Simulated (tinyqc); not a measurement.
From results back to parameters: thin-film optics by transfer matrices. Three cases, with inputs chosen for the exercise.

Problem. A bare substrate in air: with rho = tan(Psi) exp(i Delta), Delta = 180 degrees at small angles on a dielectric, conj(eps) = sin^2(theta) [1 + tan^2(theta) ((1 - rho)/(1 + rho))^2], and n + i k = sqrt(eps).

Case 1.

Values chosen (out of a larger set: indices near those of Si3N4 on Si; not measured data): lam = 193 nm (vacuum wavelength); theta_e = 75 degrees (angle of the ellipsometer).

Psi = 37.1812 degrees
Delta = 81.7516 degrees

Case 2.

Values chosen (out of a larger set: indices near those of resist, ARC, SiO2 on Si; not measured data): lam = 633 nm (vacuum wavelength); theta_e = 75 degrees (angle of the ellipsometer).

Psi = 1.0058 degrees
Delta = 170.9323 degrees

Case 3.

Values chosen (out of a larger set: indices near those of polySi, SiO2 on Si; not measured data): lam = 633 nm (vacuum wavelength); theta_e = 75 degrees (angle of the ellipsometer).

Psi = 0.9681 degrees
Delta = 170.0851 degrees

Find: rho; eps; n; k.

Solution. Form rho, insert it, conjugate, and take the root with k >= 0.

Case 1.

rho = 0.1088+0.7507i
eps = -7.45+5.15i
n = 0.897
k = 2.873

Case 2.

rho = -0.0173+0.0028i
eps = 14.86+0.15i
n = 3.855
k = 0.020

Case 3.

rho = -0.0166+0.0029i
eps = 14.82+0.16i
n = 3.850
k = 0.021

Computed by tinyqc, one run a case: `OMP_NUM_THREADS=1 python tinyqc.py N N+1 out.jsonl` with N = 1680045, 1680060, 1680084; one thread of a shared Intel(R) Xeon(R) Processor @ 2.30GHz, about 0.01 s a run at most.
